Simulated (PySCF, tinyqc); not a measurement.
Starting guesses with plain Roothaan steps: SCF starting guesses in the sto-3g basis, for H6, spin multiplicity 1. Computed by the program tinyqc with PySCF. 

Geometry (angstrom):

| atom | x | y | z |
|---|---|---|---|
| H | 0.0000 | 0.0000 | 0.0000 |
| H | 0.0000 | 0.0000 | 1.4430 |
| H | 0.0000 | 0.0000 | 2.9630 |
| H | 0.0000 | 0.0000 | 4.4060 |
| H | 0.0000 | 0.0000 | 5.9250 |
| H | 0.0000 | 0.0000 | 7.3680 |

lowest restricted solution found by these runs and by PySCF = -2.795729 hartree

RHF with one setting changed at a time; a run stops when the energy changes by less than 1e-09 hartree and the error matrix is below 1e-5. Starts: the lowest orbitals of the core Hamiltonian, of the Wolfsberg-Helmholz matrix (K = 1.75), projected atomic densities, random orbitals, and the highest orbitals of the core Hamiltonian (a deliberately bad start).

Largest element of the error matrix X^T (FDS - SDF) X:

| iteration | core | Wolfsberg-Helmholz | atomic densities | random | highest core orbitals |
|---|---|---|---|---|---|
| 1 | 3.5e-01 | 2.2e-01 | 8.0e-03 | 2.5e-01 | 5.6e-02 |
| 2 | 1.8e-01 | 7.3e-02 | 3.6e-02 | 4.3e-01 | 2.5e-01 |
| 3 | 6.0e-02 | 2.1e-02 | 1.6e-02 | 6.2e-01 | 3.1e-01 |
| 4 | 1.7e-02 | 5.6e-03 | 6.8e-03 | 6.2e-01 | 1.8e-01 |
| 5 | 4.2e-03 | 2.0e-03 | 2.8e-03 | 6.5e-01 | 8.1e-02 |
| 6 | 1.7e-03 | 8.3e-04 | 1.2e-03 | 6.4e-01 | 2.5e-02 |
| 8 | 2.8e-04 | 1.4e-04 | 2.0e-04 | 6.5e-01 | 2.8e-03 |
| 10 | 4.6e-05 | 2.3e-05 | 3.3e-05 | 6.5e-01 | 4.7e-04 |
| 14 | - | - | - | 6.5e-01 | 1.3e-05 |
| 20 | - | - | - | 6.5e-01 | - |
| 30 | - | - | - | 6.5e-01 | - |
| 45 | - | - | - | 6.7e-01 | - |
| 60 | - | - | - | 6.5e-01 | - |

How each run ends:

| run | iterations | E (hartree) | state |
|---|---|---|---|
| core | 13 | -2.795729 | lowest found |
| Wolfsberg-Helmholz | 12 | -2.795729 | lowest found |
| atomic densities | 12 | -2.795729 | lowest found |
| random | >60 | -1.796658 | has stopped falling |
| highest core orbitals | 15 | -2.795729 | lowest found |

4 of 5 runs reach the lowest restricted solution found, in 12 to 15 iterations (fastest: Wolfsberg-Helmholz, atomic densities). Not converged: random. The first errors are 3e-01, 2e-01, 8e-03, 2e-01, 6e-02. The restricted reference is unstable here: a spin-polarised solution lies 0.1240 hartree lower (PySCF), so results built on it describe a poor reference.
